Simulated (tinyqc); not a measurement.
As the film thickens, and with more bath resistance: electroplating on a thin resistive seed layer: kinetics, Wagner number and the terminal effect across a wafer. Computed by tinyqc, a small Python program. Command: `OMP_NUM_THREADS=1 python tinyqc.py 3121305 3121306 out.jsonl terminal walk`. One thread of a shared host (Intel(R) Xeon(R) Processor @ 2.30GHz), about 0.02 s of CPU time with the checks.

Current enters the seed at the rim. The bath is treated as a local resistance per area (no lateral flow in the liquid), two electrons per ion, molar volume 7.11 cm^3/mol, Faraday constant F = e N_A, kinematic viscosity 0.01 cm^2/s, omega = 2 pi x rpm/60; k_B T/e is in volts.

Inputs (values chosen for the exercise, of the order of those for copper plating from an acid sulfate bath):
```
quantity,value,unit
wafer radius R,15,cm
seed thickness t,93,nm
seed resistivity,7.8,microohm cm
bath conductivity kappa,0.069,S/cm
gap to the anode h,2.7,cm
extra resistance of a porous plate,0,ohm cm^2
exchange current density i_0,0.063,mA/cm^2
cathodic transfer coefficient alpha,0.65,-
mean current density,17,mA/cm^2
diffusivity of the metal ion,4.4e-06,cm^2/s
metal ion concentration,0.44,mol/L
rotation rate,60,rpm
temperature T,298,K
```

Constants: e = 1.602176634e-19 C; N_A = 6.02214076e+23 1/mol; k_B = 8.617333262e-05 eV/K.

Method:
- Growth rate = i V_m/(2 F). Levich limit i_L = 0.62 x 2 F D^(2/3) omega^(1/2) nu^(-1/6) c. Tafel overpotential eta = (k_B T/(alpha e)) ln(i/i_0); kinetic resistance k_B T/(alpha e i); bath resistance h/kappa + plate; R_s = resistivity/t; Wagner number = kinetic resistance x kappa/R.
- Full model: seed potential phi(r) with (1/r)(r phi')' = R_s i, where i solves phi = R_b i + (k_B T/(alpha e)) ln(i/i_0) (phi being the driving voltage left at r); phi'(0) = 0 and phi'(R) = R_s i_mean R/2. Solved by collocation to a tolerance of 1e-7.
- The film is taken as uniform, with the seed resistivity; the last column adds 100 ohm cm^2 to R_b. Extra power of that plate = i^2 x 100 ohm cm^2 x area.

sheet resistance R_s = 0.838710 ohm/square

bath resistance R_b = 39.1304 ohm cm^2

Edge over centre:
```
thickness (nm),R_s (ohm/square),as given,with 100 ohm cm^2 more
93.0,0.83871,2.4958,1.3623
139.5,0.55914,1.9125,1.2350
186.0,0.41935,1.6541,1.1738
279.0,0.27957,1.4165,1.1143
465.0,0.16774,1.2408,1.0678
930.0,0.08387,1.1171,1.0336
1860.0,0.04194,1.0577,1.0167
```

extra power = 20.428 W

What follows from these numbers?

The ratio falls below 1.1 from 1860 nm on as given, and from 465 nm on with the added resistance: what counts is R_s R^2 against the sum of kinetic and bath resistance.
